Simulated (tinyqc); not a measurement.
# Disorder broadening of a flat band (such as a Landau level) in the self-consistent Born approximation: two studies

The local Green function is G = g0(z - Sigma) with z = E + i eta and g0(z) = 1/z; the self-energy is Sigma = D G. The density of states is -Im G/pi.

Parameters, values chosen for the exercise:
- D = 0.52 eV^2 (variance of the random potential)
- eta = 0.0064 eV (bare broadening)
- E = 0.958 eV (energy from the band centre)

Each table varies one quantity; the others keep the values above.

## Effect of the disorder strength

Sigma is iterated to self-consistency (retarded branch, Im Sigma < 0); first Born means Sigma = D g0(z) put once into G = g0(z - Sigma); clean means Sigma = 0. Closed form: G = (z - sqrt(z^2 - 4 D))/(2 D) with the root that gives Im G < 0; for eta -> 0 a semi-ellipse of half-width 2 sqrt(D).

The same in every row: DOS, clean (1/eV) = 0.0022196.

Results:

| D (eV^2) | Re Sigma (eV) | Im Sigma (eV) | DOS, self-consistent (1/eV) | DOS, first Born (1/eV) |
|---|---|---|---|---|
| 0.023 | 0.024641 | -1.7354e-4 | 0.0024018 | 0.0023937 |
| 0.043 | 0.047209 | -3.4987e-4 | 0.0025899 | 0.0025576 |
| 0.081 | 0.093712 | -7.7833e-4 | 0.0030586 | 0.0029057 |
| 0.15 | 0.19711 | -0.0022376 | 0.0047484 | 0.0036898 |
| 0.54 | 0.47625 | -0.55409 | 0.32662 | 0.020793 |
| 1 | 0.47725 | -0.87462 | 0.27840 | 0.56459 |
| 1.9 | 0.47781 | -1.2893 | 0.21600 | 0.0059485 |

Estimate the missing row, D = 0.29 eV^2.

Computed row:

| D (eV^2) | Re Sigma (eV) | Im Sigma (eV) | DOS, self-consistent (1/eV) | DOS, first Born (1/eV) |
|---|---|---|---|---|
| 0.29 | 0.47277 | -0.24299 | 0.26671 | 0.0062420 |

With this row back in the table: |Im Sigma| rises from 1.74e-4 to 1.29 eV, as D^(1.12) between the first two rows and D^(0.60) between the last two (the golden rule gives power 1, broadening wider than the band power 1/2). First Born is 0.34 % below the self-consistent density of states in the first row and 0.028 times it in the last.

## Effect of the mixing

G = g0(z - Sigma), Sigma(out) = D G, Sigma(new) = Sigma + mix (Sigma(out) - Sigma). Iterations from Sigma = 0 until |Sigma(out) - Sigma| < 1e-10 eV, at most 500. The factor is |1 - mix + mix L|, L = d Sigma(out)/d Sigma at the solution.

Result of one run:

| mix | iterations | factor |
|---|---|---|
| 0.1 | 215 | 0.8938 |

What becomes of these results when the mixing mix is changed from 0.1 to 0.5, all else the same?

Result of the changed run:

| mix | iterations | factor |
|---|---|---|
| 0.5 | 62 | 0.6603 |

The whole series:

| mix | iterations | factor |
|---|---|---|
| 0.1 | 215 | 0.8938 |
| 0.2 | 110 | 0.8012 |
| 0.3 | 81 | 0.7274 |
| 0.5 | 62 | 0.6603 |
| 0.7 | 78 | 0.7209 |
| 0.85 | 132 | 0.8357 |
| 1 | over 500 | 0.9882 |

L = -0.116-0.981i. The fewest iterations, 62, come at mix = 0.5; the smallest factor, 0.660, is at mix = 0.5. As a function of mix the factor has its minimum at Re(1 - L)/|1 - L|^2 = 0.505, below 1, so damping helps.

Range of the model: The self-consistent Born approximation misses band tails from rare fluctuations and localisation.

Computed by the program tinyqc: `OMP_NUM_THREADS=1 python tinyqc.py 2720043 2720044 out.jsonl`, one thread of a shared Intel Xeon 2.30GHz, about 0.01 s for the whole run.
